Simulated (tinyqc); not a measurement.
A barrier in a uniform field, exact transmission by Airy functions: two steps of the calculation.

The left lead has its band edge at 0, the barrier edge falls as U(x) = U0 - F x with F = V/d for 0 < x < d, and the right lead has its edge at -V. No transverse momentum; C = hbar^2/(2 m0); psi and psi'/m are continuous. M carries (psi, psi'/m) across the barrier.

Parameters, values chosen for the exercise; U0 - E and the mass are of the order of those of hafnium oxide on silicon:

| symbol | value | unit | meaning |
|---|---|---|---|
| U0 | 1.95 | eV | barrier edge at x = 0 |
| m1 | 0.21 | m0 | mass in the barrier |
| E | 0.41 | eV | electron energy |
| d | 2.1 | nm | barrier width |
| V | 0.34 | V | voltage across the barrier |

Constants: q = 1.602176634e-19 C, hbar = 1.054571817e-34 J s, m0 = 9.1093837015e-31 kg, hbar^2/(2 m0) = 0.0380998212 eV nm^2. Results are converted to the units shown.

Question 1. Transfer matrix. With a = Ai, a' = Ai', b = Bi, b' = Bi' at z1 (left edge) and z2 (right edge): M11 = pi (a2 b1' - b2 a1'), M12 = (pi/s)(b2 a1 - a2 b1), M21 = pi s (a2' b1' - b2' a1'), M22 = pi (b2' a1 - a2' b1).

Airy functions:
```
              Ai            Ai'           Bi          Bi'
z1  1.5306685e-9  -4.6729181e-9  3.4366705e7  1.0303805e8
z2  5.1979995e-7  -1.4061896e-6  1.1467068e5  3.0215695e5
```

s = -4.5845780 1/nm

Give: M (M12 in nm, M21 in 1/nm).

Answer 1.

M (M12 in nm, M21 in 1/nm):
```
        1       2
1  168.26  12.241
2  2086.8  151.82
```

Question 2. Transmission, exact and WKB. With M acting on (psi, psi'/m) and v = k/m in each lead, T(E) = 4 vL vR/[(vL vR M12 - M21)^2 + (vR M11 + vL M22)^2]. WKB: exp(-S), S = (4/(3 F)) sqrt(m1/C) [max(U0 - E, 0)^1.5 - max(U0 - F d - E, 0)^1.5].

M (M12 in nm, M21 in 1/nm):
```
           1          2
1  168.26278  12.241098
2  2086.8273  151.82238
```

vL = 5.4673794 1/nm
vR = 7.3946549 1/nm

Wanted: T(E); S; exp(-S); ratio T(E)/exp(-S).

Answer 2.

T(E) = 2.365e-5
S = 11.53
exp(-S) = 9.792e-6
ratio T(E)/exp(-S) = 2.416

Range of the model: Masses are held fixed, although real bands cease to be parabolic a few tenths of an eV from their edges.

tinyqc, about 0.01 s, one thread, Intel Xeon 2.30GHz (shared host): `OMP_NUM_THREADS=1 python tinyqc.py 2580034 2580035 out.jsonl`
